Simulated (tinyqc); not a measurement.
The flat edge band: zigzag graphene nanoribbon in tight binding.

A zigzag ribbon of N chains, sites A1, B1, A2, ..., BN across it. For each k it is a chain with bonds -2t cos(k/2) (A_n to B_n) and -t (B_n to A_(n+1)), and +D, -D on A and B. A1 and BN are the edge sites; the Dirac points project to k = 2 pi/3.

Values chosen for the exercise (out of a larger set: near those used for graphene; not measured data):
```
symbol  value  unit  meaning
t       2.84   eV    hopping
D       0.35   eV    sublattice potential, +D on A and -D on B
Nw      17           chains, N of this table
```

A ribbon of N = Nw chains: lowest positive level, next level, and weight on the two edge sites per state of the middle pair, along k.

Along k:
```
k/pi  2 cos(k/2)  lowest level (eV)  next (eV)  edge weight
0.50      1.4142            1.33437     1.6241        0.023
0.60      1.1756            0.74410     1.0973        0.047
0.65      1.0450            0.49301     0.8871        0.088
0.75      0.7654            0.35022     0.9281        0.415
0.80      0.6180            0.35000     1.2262        0.618
0.85      0.4669            0.35000     1.5990        0.782
0.90      0.3129            0.35000     2.0053        0.902
0.95      0.1569            0.35000     2.4289        0.975
1.00      0.0000            0.35000     2.8615        1.000
```

Give the missing row, k/pi = 0.70, 2 cos(k/2) = 0.9080.

Computed row:
```
k/pi  2 cos(k/2)  lowest level (eV)  next (eV)  edge weight
0.70      0.9080            0.36603     0.7998        0.204
```

Beyond k = 2 pi/3 the lowest level sinks towards D = 0.35 eV: it is within 1 meV of that from k/pi = 0.75 on. The edge weight grows from 0.20 at 0.70 to 1 at pi, where the chain breaks into dimers and the next level is sqrt(t^2 + D^2) = 2.8615 eV. So flat a band is sensitive to interactions, which this model leaves out; they matter once they exceed the splitting of the middle pair (2D, or for D = 0 only the small overlap of the two edges).

Run: tinyqc, `OMP_NUM_THREADS=1 python tinyqc.py 1480629 1480630 out.jsonl`; Intel(R) Xeon(R) Processor @ 2.30GHz, one thread, shared host; about 0.01 s of CPU time with all checks.
